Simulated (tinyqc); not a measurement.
# Electromigration in a confined line: Blech product, Korhonen stress evolution and Black's law, step by step

A worked calculation. Computed by tinyqc, a small Python program that keeps every step. Command: `OMP_NUM_THREADS=1 python tinyqc.py 3012672 3012673 out.jsonl emigr walk`. One thread of a shared host (Intel(R) Xeon(R) Processor @ 2.30GHz), about 0.01 s of CPU time with the checks. Intermediate numbers are printed to about 6 digits and carried at full precision; extremes and crossings named in words are read from the listed rows.

The electron wind pushes atoms from the cathode (x = 0) to the anode (x = L); blocking ends build a back stress (tension positive). The input rho is taken not to change with temperature. d sigma/dt = d/dx [kappa (d sigma/dx + G)], with zero flux at both ends and sigma = 0 at t = 0.

Inputs (values chosen for the exercise, close to those used for aluminium lines):
```
quantity                              value          unit
resistivity rho                         3.5  micro-ohm cm
atomic volume Omega                    16.6    angstrom^3
effective charge number Z*              6.6             -
prefactor D0                        1.5e-07         m^2/s
activation energy E                   0.719            eV
effective modulus B                      42           GPa
critical stress sigma_c                 330           MPa
current density j                       1.1       MA/cm^2
line length L                            40            um
test temperature T                      300             C
time as a fraction of L^2/kappa, s    0.053             -
use temperature T_u                     105             C
use current density j_u                0.94       MA/cm^2
current exponent n                      1.2             -
```

Start: stress-free.

Constants: e = 1.602176634e-19 C; k_B = 8.617333262e-05 eV/K; k_B = 1.380649e-23 J/K.

## Driving force and diffusivities

G = Z* e rho j/Omega; D = D0 exp(-E/(k_B T)); kappa = D B Omega/(k_B T); drift velocity of an unconfined line v = D Z* e rho j/(k_B T). SI: 1 micro-ohm cm = 1e-8 ohm m, 1 MA/cm^2 = 1e10 A/m^2. Temperatures in kelvin are T(C) + 273.15.

stress gradient G = 24.5249 MPa/um

diffusivity D = 7.14227e-14 m^2/s

kappa = 6.29277e-12 m^2/s

drift velocity = 13228.2 nm/h

## Steady state and Blech product

At steady state sigma(x) = G (L/2 - x). A void forms only if the cathode stress reaches sigma_c, that is if j L exceeds (j L)_c = 2 Omega (sigma_c)/(Z* e rho). Time scale tau = L^2/kappa.

steady cathode stress = 490.498 MPa

j L = 4400 A/cm

critical product (j L)_c = 2960.26 A/cm

tau = 0.0706278 h

j L is 1.49 times the critical product: the line can fail. Caution: a steady stress above sigma_c is formal, since a void forms first.

## Series terms at the cathode

sigma(x, t) = G L [1/2 - x/L - 4 sum_(m odd) cos(m pi x/L) exp(-m^2 pi^2 s)/(m pi)^2], s = t/tau, summed to m = 399. The terms at x = 0 are 4 exp(-m^2 pi^2 s)/(m pi)^2; tau = L^2/kappa.

terms for m = 1, 3, 5, 7: 0.240207  4.06392e-04  3.39198e-08  6.10949e-14

cathode stress at time s = 254.457 MPa

time t = 0.00374327 h

## Stress along the line

Steady state: G L (1/2 - x/L). Take x/L = 0, 0.1, 0.2, 0.3, 0.4, 0.6, 0.8 and 1.

Stress (MPa):
```
x/L  at time s  steady state
0.0    254.457       490.498
0.1    168.055       392.398
0.2    103.784       294.299
0.3     58.071       196.199
0.4     25.605        98.100
0.6    -25.605       -98.100
0.8   -103.784      -294.299
1.0   -254.457      -490.498
```

Caution: stresses above sigma_c are formal, since a void forms first.

## Finite line against the semi-infinite law

Semi-infinite line: sigma(0, t) = 2 G L sqrt(s/pi). One-term form: keep m = 1 alone.

Cathode stress (MPa):
```
s            t (h)  full series  semi-infinite  one term
0.002  1.41256e-04       49.504         49.504   100.686
0.005  3.53139e-04       78.272         78.272   112.059
0.01   7.06278e-04      110.693        110.693   130.281
0.02   1.41256e-03      156.544        156.544   164.135
0.05   3.53139e-03      247.254        247.518   247.774
0.1    7.06278e-03      342.309        350.044   342.316
0.2    1.41256e-02      435.269        495.036   435.269
0.4    2.82511e-02      482.826        700.087   482.826
0.8    5.65022e-02      490.350        990.073   490.350
```

Among these rows the semi-infinite law holds to 1 % up to s = 0.05 and the one-term form from s = 0.05 on: the far end is felt once sqrt(kappa t) is no longer small against L, and by then the terms with m > 1 have nearly died out. The critical stress 330 MPa is passed between s = 0.05 and 0.1. Caution: rows beyond sigma_c are formal, since a void ends the model there.

## Time to nucleate a void

Solve sigma(0, t) = sigma_c for s; the semi-infinite estimate is t = (pi/kappa) ((sigma_c)/(2 G))^2.

nucleation time = 0.00649201 h

semi-infinite estimate = 0.00627710 h

The back stress delays nucleation by 3.4 %.

## Extrapolation by Black's law

Median life t50 = A j^(-n) exp(E/(k_B T)); acceleration factor = t50(use)/t50(test) = (j/j_u)^n exp[(E/k_B)(1/T_u - 1/T)].

current factor = 1.20759

temperature factor = 1820.48

acceleration factor = 2198.39

At the use current j_u L exceeds the critical product.

Checks made by the program: series against a 200-cell finite-volume solution (on the scale of G L) (relative difference 3e-07).
